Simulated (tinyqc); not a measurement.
Polarisation and half-bias from two TMR values.

Problem. A tunnel junction has TMR = TMR0/(1 + (V/Vh)^2), TMR0 = 2 P1 P2/(1 - P1 P2). Find TMR0, Vh and P2.

Values chosen for this exercise:
```
symbol,value,unit,meaning
P1,0.73,,spin polarisation of the reference layer
```

TMR at 0.1 and 0.4 V (%): 151.21760  104.43963

Answer. 1/TMR is linear in V^2, and P1 P2 = TMR0/(2 + TMR0).

TMR0 = 156 %
Vh = 0.570 V
P2 = 0.600

Computed by the program tinyqc: `OMP_NUM_THREADS=1 python tinyqc.py 2450123 2450124 out.jsonl`, one thread of a shared Intel Xeon 2.30GHz, about 0.01 s for the whole run.
